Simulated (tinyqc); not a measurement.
From results back to parameters: statistics of electrons in three, two and one dimensions. Five cases, with inputs chosen for the exercise.

Problem. A sheet with one subband has n2 = (2/lambda^2) ln(1 + exp(eta)).

One band edge at E = 0, lambda = sqrt(4 pi c/(m1 kT)) with c = hbar^2/2m0. Densities with spin: n3 = (2/lambda^3) F_1/2(eta), n2 = (2/lambda^2) F_0(eta) with F_0 = ln(1 + exp(eta)), n1 = (2/lambda) F_-1/2(eta). F_j(eta) = (1/Gamma(j + 1)) integral_0^infinity x^j dx/(1 + exp(x - eta)), which tends to exp(eta) for eta << 0.

Constants: hbar^2/2m0 = 3.80998211 eV angstrom^2; kB = 8.617333262e-05 eV/K.

Find: n2 lambda^2/2; eta; EF above the subband edge.

Method. eta = ln(exp(n2 lambda^2/2) - 1), with n2 in 1/angstrom^2.

Case 1.

Values chosen (out of a larger set: near those of GaN, lowest valleys alone; not measured data): m1 = 0.204 m0 (mass of one isotropic band with spin); T = 160 K.

n2 = 4.93545e+11 1/cm^2

Solution.

n2 lambda^2/2 = 0.4201
eta = -0.650
EF above the subband edge = -8.96 meV

Case 2.

Values chosen (out of a larger set: near those of InP, lowest valleys alone; not measured data): m1 = 0.0805 m0 (mass of one isotropic band with spin); T = 300 K.

n2 = 4.05929e+12 1/cm^2

Solution.

n2 lambda^2/2 = 4.6694
eta = 4.660
EF above the subband edge = 120.47 meV

Case 3.

Values chosen (out of a larger set: near those of GaN, lowest valleys alone; not measured data): m1 = 0.207 m0 (mass of one isotropic band with spin); T = 300 K.

n2 = 6.09569e+11 1/cm^2

Solution.

n2 lambda^2/2 = 0.2727
eta = -1.160
EF above the subband edge = -29.99 meV

Case 4.

Values chosen (out of a larger set: near those of InP, lowest valleys alone; not measured data): m1 = 0.0788 m0 (mass of one isotropic band with spin); T = 77 K.

n2 = 6.55474e+11 1/cm^2

Solution.

n2 lambda^2/2 = 3.0010
eta = 2.950
EF above the subband edge = 19.57 meV

Case 5.

Values chosen (out of a larger set: near those of Ge, lowest valleys alone; not measured data): m1 = 0.0786 m0 (mass of one isotropic band with spin); T = 300 K.

n2 = 1.66374e+11 1/cm^2

Solution.

n2 lambda^2/2 = 0.1960
eta = -1.530
EF above the subband edge = -39.55 meV

Computed by tinyqc, one run a case: `OMP_NUM_THREADS=1 python tinyqc.py N N+1 out.jsonl` with N = 1681527, 1681534, 1681597, 1681647, 1681661; one thread of a shared Intel(R) Xeon(R) Processor @ 2.30GHz, about 0.01 s a run at most.
